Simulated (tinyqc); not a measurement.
Exciton in a hard-walled quantum well (variational), step by step. Values are carried at full precision from step to step, so a last printed digit may differ when a step is redone from the rounded ones.

Constants: Ry = 13.60569312 eV; a0 (Bohr radius) = 0.5291772105 angstrom; hbar^2/2m0 = 3.80998211 eV angstrom^2; e^2/(4 pi eps0) = 14.39964547 eV angstrom.

Parameters, chosen for this exercise (near those of Ge at its direct gap; not measured data): me = 0.038 m0 (electron mass); mh = 0.119 m0 (hole mass); eps = 15.4 (dielectric constant); Eg = 0.881 eV (gap); L = 451 angstrom (well width); lams = (143, 201, 244, 287, 344, 430, 573) angstrom (trial lengths).

## Exciton units

1/mu = 1/me + 1/mh, Ry* = Ry mu/eps^2, a* = a0 eps/mu.

mu = 0.02880 m0
Ry* = 1.652 meV
a* = 282.94 angstrom

## Hydrogen-like series

Binding Ry*/n^2 in three dimensions and Ry*/(n - 1/2)^2 in two; strengths relative to n = 1 go as 1/n^3 and (1/2)^3/(n - 1/2)^3. Lines at Eg less the binding.

Series:
```
n,3D binding (meV),3D line (eV),3D strength,2D binding (meV),2D line (eV),2D strength
1,1.65,0.8793,1.0000,6.61,0.8744,1.0000
2,0.41,0.8806,0.1250,0.73,0.8803,0.0370
3,0.18,0.8808,0.0370,0.26,0.8807,0.0080
4,0.10,0.8809,0.0156,0.13,0.8809,0.0029
```

## The form factor

Electron and hole in the lowest states cos(pi z/L) of a hard-walled well; relative motion in the plane exp(-rho/lam). E(lam) = c/(mu lam^2) - (q/eps) <1/r>, <1/r> = integral over k from 0 to infinity of F(kL) (1 + (k lam/2)^2)^(-3/2), F(x) = [3x + 8 pi^2/x - 32 pi^4 (1 - exp(-x))/(x^2 (x^2 + 4 pi^2))]/(x^2 + 4 pi^2); c = hbar^2/2m0, q = e^2/(4 pi eps0). E is counted from the subband edge.

F at k = 0.5/a*, 1/a*, 2/a*, 4/a* and 8/a*.

Form factor:
```
k a*,k L,F
0.5,0.7970,0.8540
1.0,1.5940,0.7389
2.0,3.1880,0.5723
4.0,6.3760,0.3813
8.0,12.7519,0.2195
```

## Scan over the trial length

Evaluate the integral numerically for each lam.

Scan:
```
lam (angstrom),<1/r> (1/angstrom),kinetic (meV),Coulomb (meV),E (meV)
143,0.00757,6.469,-7.077,-0.608
201,0.00608,3.274,-5.688,-2.413
244,0.00533,2.222,-4.980,-2.758
287,0.00474,1.606,-4.436,-2.830
344,0.00415,1.118,-3.880,-2.763
430,0.00350,0.715,-3.269,-2.554
573,0.00278,0.403,-2.597,-2.194
```

## The minimum

Minimise E over lam.

lam = 286.7 angstrom
binding energy = 2.83 meV
in Ry* = 1.713
lam/a* = 1.013

The strict two-dimensional limit is 4 Ry* with lam = a*/2; L/a* = 1.59 here.

## Checks

- Binding of a very thin well (L = a*/5000) against 4 Ry*, meV: both 6.6.
- F(3) from a double integral on a grid against the closed form: both 0.5885.

Program tinyqc; command `OMP_NUM_THREADS=1 python tinyqc.py 1251051 1251052 out.jsonl`; about 0.01 s on one thread of a shared Intel(R) Xeon(R) Processor @ 2.30GHz.
